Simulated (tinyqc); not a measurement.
Line constants from open and short measurements.

Question. A uniform line of length len, under a quarter wavelength, has Z_open = Zc coth(gamma len) and Z_short = Zc tanh(gamma len); gamma Zc = r + i w l and gamma/Zc = g + i w c, w = 2 pi f. Find r, l and c.

Parameters, values chosen for the exercise:
```
symbol,value,unit,meaning
len,1.2,mm,length
f,5.7,GHz,frequency
```

Zin with the far end open = 9.81689-250.00269i ohm
Zin with the far end shorted = 22.451584+13.737357i ohm

Solution. The product of the two impedances is Zc^2 and their ratio tanh^2(gamma len); the principal branch holds below a quarter wavelength.

r = 18.04 ohm/mm
l = 0.3289 nH/mm
c = 91.35 pF/m

Computed by the program tinyqc: `OMP_NUM_THREADS=1 python tinyqc.py 2810203 2810204 out.jsonl`, one thread of a shared Intel Xeon 2.30GHz, about 0.01 s for the whole run.
